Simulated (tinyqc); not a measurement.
From results back to parameters: direct gap of a germanium-like layer under biaxial tension. Three cases, with inputs chosen for the exercise.

Problem. A (001) layer under biaxial tension e_par has ezz = -2 (C12/C11) e_par, Ec = Eg + ac tr(e), E(HH) = -P - Q and E(LH) = -P + (Q - Dso + sqrt(Dso^2 + 2 Dso Q + 9 Q^2))/2 with P = -av tr(e), Q = -b (e_par - ezz). The transition from the light-hole edge is given.

Case 1.

Values chosen (near those of Ge, gaps at low temperature; not measured data): Eg = 0.884 eV (gap at Gamma to the s-like level); Dso = 0.286 eV (spin-orbit splitting); ac = -8.29 eV (conduction deformation potential); av = 1.22 eV (valence hydrostatic potential); b = -2.56 eV (tetragonal shear potential); C11 = 130.4 GPa; C12 = 49.1 GPa.

Ec - E(LH) = 0.679047 eV

Case 2.

Values chosen (near those of Ge, gaps at low temperature; not measured data): Eg = 0.913 eV (gap at Gamma to the s-like level); Dso = 0.287 eV (spin-orbit splitting); ac = -8.16 eV (conduction deformation potential); av = 1.25 eV (valence hydrostatic potential); b = -2.55 eV (tetragonal shear potential); C11 = 130.2 GPa; C12 = 48 GPa.

Ec - E(LH) = 0.623934 eV

Case 3.

Values chosen (near those of Ge, gaps at low temperature; not measured data): Eg = 0.902 eV (gap at Gamma to the s-like level); Dso = 0.293 eV (spin-orbit splitting); ac = -8.11 eV (conduction deformation potential); av = 1.24 eV (valence hydrostatic potential); b = -2.53 eV (tetragonal shear potential); C11 = 127.8 GPa; C12 = 48.9 GPa.

Ec - E(LH) = 0.562901 eV

Find: e_par; Ec - E(HH).

Solution. Ec - E(LH) falls steadily with tension, so bisection between 0 and 4 % gives the only root; then Ec - E(HH) = Eg + (ac - av) tr(e) + Q.

Case 1.

e_par = 1.160 %
Ec - E(HH) = 0.7985 eV

Case 2.

e_par = 1.610 %
Ec - E(HH) = 0.7930 eV

Case 3.

e_par = 1.900 %
Ec - E(HH) = 0.7675 eV

Computed by tinyqc, one run a case: `OMP_NUM_THREADS=1 python tinyqc.py N N+1 out.jsonl` with N = 1080033, 1080051, 1080065; one thread of a shared Intel(R) Xeon(R) Processor @ 2.30GHz, about 0.01 s a run at most.
